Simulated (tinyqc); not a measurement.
Comparisons within one model: quasiparticle equation with a plasmon-pole self-energy for two band edges. A value that a table varies takes the place of the one given here.

For each edge E = e + X + Sc(E), with the correlation part Sc(E) = A[0]/(E - a + w) + A[1]/(E - b - w); a and b are the valence and conduction energies that enter the Green function (a = ev, b = ec in the one-shot scheme). Z = 1/(1 - dSc/dE), dSc/dE = -A[0]/(E - a + w)^2 - A[1]/(E - b - w)^2.

Parameters, chosen for this exercise (scales of the order of those of AlN; shifted at random, so the results belong to these values and not to a real crystal):
```
symbol  value         unit  meaning
ev      0             eV    mean-field valence top
ec      4.01          eV    mean-field conduction edge
w       19.9          eV    pole energy
Av      (53.9, 27.8)  eV^2  weights of the valence state on the hole and electron poles
Ac      (33, 64.3)    eV^2  the same for the conduction state
Xv      -2.56         eV    exchange minus the mean-field potential, valence
Xc      3.37          eV    the same, conduction
```

## Schemes compared

Z = 1; linearised; exact one-shot; energies updated in G (a, b); updated in G and W, where w grows by half of the opening of the gap (a rule chosen for the exercise).

Results (eV):
```
scheme,Ev,Ec,gap,opening
mean field,0.000,4.010,4.010,0.000
Z = 1,-1.014,5.529,6.543,2.533
linearised,-0.856,5.255,6.111,2.101
"one-shot, exact",-0.853,5.247,6.100,2.090
update G,-0.912,5.407,6.319,2.309
update G and W,-1.017,5.533,6.550,2.540
```

The openings run from 2.090 (one-shot, exact) to 2.540 eV (update G and W). Linearising moves the gap by 11 meV, updating G +219 meV and updating W a further +231 meV: once Z is kept, the level of self-consistency matters more than linearising.

## The starting point

The mean-field gap is opened by d (ev lowered by d/2, ec raised by d/2) and X is changed by the opposite amounts, so that e + X stays; one-shot and G-updated gaps.

Gaps (eV):
```
d,start,one-shot,update G
0.0,4.010,6.0998,6.3192
0.2,4.210,6.1191,6.3192
0.4,4.410,6.1382,6.3192
0.6,4.610,6.1572,6.3192
0.9,4.910,6.1853,6.3192
1.2,5.210,6.2131,6.3192
1.6,5.610,6.2497,6.3192
```

The one-shot gap moves by a fraction 0.09 of any change of the starting gap, while the updated gap, 6.3192 eV, does not depend on it. The two agree where the start already equals the result, near d = 2.31 eV. A real change of starting point alters the orbitals and the screening too; this model holds both fixed.

## What each parameter does

Exact one-shot edges and Z of the valence state there. Each row changes one parameter from the base and keeps the others.

Results:
```
case,Ev (eV),Ec (eV),gap (eV),Z
base,-0.8528,5.2470,6.0998,0.8376
w = 20.89 eV,-0.9350,5.3489,6.2838,0.8496
Xv = -2.66 eV,-0.9366,5.2470,6.1835,0.8369
Xc = 3.47 eV,-0.8528,5.3278,6.1806,0.8376
ec = 4.11 eV,-0.8490,5.3428,6.1918,0.8379
"Av = (56.6, 27.8) eV^2",-0.7348,5.2470,5.9817,0.8334
"Ac = (33, 67.52) eV^2",-0.8528,5.1084,5.9612,0.8376
```

The largest shifts from the base row, up to three for each result and ties (the steps differ in size, so this ranks the rows, not the parameters). Ev (eV): Av +0.1181, Xv -0.0837, w -0.0822; unchanged at the printed digits by Xc and Ac. Ec (eV): Ac -0.1386, w +0.1019, ec +0.0958; unchanged at the printed digits by Xv and Av. gap (eV): w +0.1840, Ac -0.1386, Av -0.1181. Z: w +0.0120, Av -0.0042, Xv -0.0007; unchanged at the printed digits by Xc and Ac.

Run: tinyqc, `OMP_NUM_THREADS=1 python tinyqc.py 1851262 1851263 out.jsonl`; Intel(R) Xeon(R) Processor @ 2.30GHz, one thread, shared host; about 0.02 s of CPU time with all checks.
